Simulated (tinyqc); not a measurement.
From results back to parameters: metal-induced gap states at the contact of a metal chain and a two-band chain. Two cases, with inputs chosen for the exercise.

Problem. With gap states the barrier for electrons is phi = S (W - chi - p) + p, W being the work function of the metal, S the pinning factor and p the depth of the neutrality level below the conduction edge. The barriers for two metals come from hidden S and p, those of the chain and not of a measured contact.

Find: S, p (eV).

Method. The slope of the barrier against W is S; then p = (phi1 - S (W1 - chi))/(1 - S).

Case 1.

Values chosen (out of a larger set: gap and optical dielectric constant near those of GaAs; the chain itself is a model; not measured data): W1 = 4.06 eV (work function of metal 1); W2 = 5.25 eV (of metal 2); chi = 4.18 eV (electron affinity).

barriers (eV): metal 1 0.57750, metal 2 0.87500

Solution.

S, p (eV): 0.250  0.810

Case 2.

Values chosen (out of a larger set: gap and optical dielectric constant near those of SiO2; the chain itself is a model; not measured data): W1 = 4.47 eV (work function of metal 1); W2 = 5.03 eV (of metal 2); chi = 0.9 eV (electron affinity).

barriers (eV): metal 1 3.63534, metal 2 4.08446

Solution.

S, p (eV): 0.802  3.900

Computed by tinyqc, one run a case: `OMP_NUM_THREADS=1 python tinyqc.py N N+1 out.jsonl` with N = 1480776, 1480789; one thread of a shared Intel(R) Xeon(R) Processor @ 2.30GHz, about 0.01 s a run at most.
